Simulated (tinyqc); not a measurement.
## Trap and transport parameters from the curve

Problem. A layer shows an ohmic current q n0 mu V/L, then a square law (9/8) th eps0 eps_r mu V^2/L^3 above Vx = 8 q n0 L^2/(9 th eps0 eps_r), and trap filling at V_TFL = q Nt L^2/(2 eps0 eps_r). th = y/(1 + y), y = (Nc/Nt) exp(-Et/kB T). The square-law current at V is given. Find th, n0, Nt and Et.

Parameters, values chosen for the exercise:
- T = 350 K (temperature)
- eps_r = 22.4 (relative permittivity)
- mu = 7.7 cm^2/(V s) (mobility)
- L = 12000 nm (thickness)
- Nc = 3.5e19 cm^-3 (band density of states)
- V = 52 V (voltage)

Constants: q = 1.602176634e-19 C, kB = 1.380649e-23 J/K, Vt = kB T/q, eps0 = 8.8541878128e-14 F/cm where lengths are in cm. Results are converted to the units shown.

Mott-Gurney J = 4.8923951 A/cm^2
Vx = 5.1706653 V
V_TFL = 116.32582 V

Answer. The square law gives th, Vx gives n0, V_TFL gives Nt, and th with Nt gives Et.

th = 0.1820
n0 = 9.100e12 cm^-3
Nt = 2.000e15 cm^-3
Et = 0.3400 eV

tinyqc, about 0.01 s, one thread, Intel Xeon 2.30GHz (shared host): `OMP_NUM_THREADS=1 python tinyqc.py 2370136 2370137 out.jsonl`
